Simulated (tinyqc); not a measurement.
CMOS inverter, nodal equation and switching: one step of the calculation.

An n-channel pull-down (bn, VTn) and a p-channel pull-up (bp, VTp) share the input Vin and the output node Vout, which carries the load C. Transistor (EKV form, voltages against the body): I = 2 n b Vt^2 [F(vp - Vs) - F(vp - Vd)] from drain to source, F(v) = ln^2(1 + exp(v/(2 Vt))), vp = (Vg - VT + sg |Vd - Vs|)/n. n-channel bodies are at 0; for the p-channel device all voltages are counted down from Vdd. b in uA/V^2 gives I in uA. Static: In = Ip. Transient: C dVout/dt = Ip - In. No velocity saturation, no gate capacitance beyond C.

Question. Output voltage by Newton steps. f = In - Ip at (Vin, Vout); G = df/dVout by a central difference with +/- 1e-6 V; Vout(new) = Vout - f/G.

Inputs (values chosen for the exercise): temperature T = 300 K; supply voltage Vdd = 0.4 V; slope factor n = 1.33; drain-induced barrier lowering sg = 0.036; n-channel threshold VTn = 0.44 V; p-channel threshold (magnitude) VTp = 0.26 V; gain factor of the pull-down transistor bn = 670 uA/V^2; gain factor of the pull-up transistor bp = 670 uA/V^2; input voltage Vin = 0.2 V.

Constants: q = 1.602176634e-19 C, kB = 1.380649e-23 J/K, Vt = kB T/q. Results are converted to the units shown.

Vout at the start = 0.2 V

Wanted: In; Ip; G; Vout after iteration 1.

Answer.

In = 0.001321 uA
Ip = 0.1730 uA
G = 0.1562 uS
Vout after iteration 1 = 1.299 V

This step lands outside the rails.

Program tinyqc, `OMP_NUM_THREADS=1 python tinyqc.py 2340084 2340085 out.jsonl`; Intel Xeon 2.30GHz, shared host, one thread, about 0.03 s.
